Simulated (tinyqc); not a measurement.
Etch lag against aspect ratio: ion-assisted plasma etching: sheath, surface coverage, synergy and aspect-ratio dependence. Computed by tinyqc, a small Python program. Command: `OMP_NUM_THREADS=1 python tinyqc.py 3019695 3019696 out.jsonl etch walk`. One thread of a shared host (Intel(R) Xeon(R) Processor @ 2.30GHz), about 0.06 s of CPU time with the checks.

Radicals adsorb on bare sites; ions remove covered sites with a high yield and bare sites by sputtering; a slow spontaneous reaction acts everywhere, walls included.

Inputs (values chosen for the exercise, close to those used for silicon dioxide in a fluorocarbon plasma): plasma density n_e = 1.5e+11 1/cm^3; electron temperature T_e = 3.2 eV; ion mass M_i = 40 u; sheath voltage V = 150 V; radical density n = 1.9e+13 1/cm^3; radical mass M_n = 19 u; gas temperature T_g = 400 K; sticking coefficient s = 0.11; radicals per removed unit x = 2; yield slope b = 0.25 eV^(-1/2); threshold E_th = 27 eV; sputter slope b_p = 0.012 eV^(-1/2); sputter threshold E_p = 38 eV; spontaneous reaction probability k_c = 1.1e-05; solid density N = 2.2e+22 1/cm^3; ion temperature T_i = 0.23 eV.

Feature: round hole.

Constants: e = 1.602176634e-19 C; u = 1.6605390666e-27 kg; k_B = 1.380649e-23 J/K; eps_0 = 8.8541878128e-12 F/m.

Method:
- Bohm speed u_B = sqrt(e T_e/M_i); ion flux G_i = 0.61 n_e u_B; radical flux G_n = n c/4 with c = sqrt(8 k_B T_g/(pi M_n)).
- Debye length lambda_D = sqrt(eps_0 T_e/(e n_s)) with n_s = 0.61 n_e, T_e in volts; Child-law sheath d = (sqrt2/3) lambda_D (2 V/T_e)^(3/4); ion energy E = V + T_e/2; angular spread = arctan(sqrt(T_i/E)).
- Yields: Y = b (sqrt(E) - sqrt(E_th)) on covered sites, Y_p = b_p (sqrt(E) - sqrt(E_p)) on bare ones (zero below threshold).
- Steady coverage: s G_n (1 - theta) = x Y G_i theta; removal flux = Y G_i theta + Y_p G_i (1 - theta) + k_c G_n; rate = flux/N, 1 cm/s = 6e8 nm/min.
- Lateral rate = k_c G_n/N; anisotropy = 1 - lateral/vertical; synergy = vertical/(ions alone + radicals alone), with ions alone Y_p G_i/N and radicals alone the lateral rate.
- Transmission of a round hole: K = 1/(1 + 3A/4), walls that scatter diffusely without loss. With a loss probability S = s (1 - theta) at the floor, G_b/G_n = K/(K + S - K S); theta follows G_b, and the two are solved together. Ions are taken to reach the floor unshadowed; G_b replaces G_n in every term of the rate; A is depth over diameter.

yield Y = 1.77911

sputter yield Y_p = 0.0737782

ion flux G_i = 2.54212e+16 1/(cm^2 s)

radical flux G_n = 3.17128e+17 1/(cm^2 s)

vertical rate = 380.307 nm/min

coverage theta = 0.278319

Floor of the feature:
```
A            K  G_b/G_n    theta  rate (nm/min)  relative rate
0.5    0.72727  0.97086  0.27242         373.33        0.98165
1.0    0.57143  0.94295  0.26668         366.54        0.96379
2.0    0.40000  0.89062  0.25566         353.51        0.92953
5.0    0.21053  0.75804  0.22621         318.68        0.83794
10.0   0.11765  0.59872  0.18758         272.99        0.71782
20.0   0.06250  0.41263  0.13729         213.51        0.56140
50.0   0.02597  0.20750  0.07409         138.77        0.36489
100.0  0.01316  0.11226  0.04150         100.23        0.26354
```

K falls by a factor 55.3 over the rows and the rate by 3.72. Among these rows the rate stays within 10 % of the open-field value up to A = 2, with an open-field coverage below one half; sputtering, which needs no radicals, carries much of the rate in the last rows. Caution: rows with A above about 1/(2 tan(ion spread)) or 1/sqrt(k_c), often 10 to 30, are formal: ion shadowing, radical loss on the walls, redeposition of sputtered material and, in fluorocarbon plasmas, polymer growth are left out and add to the lag.
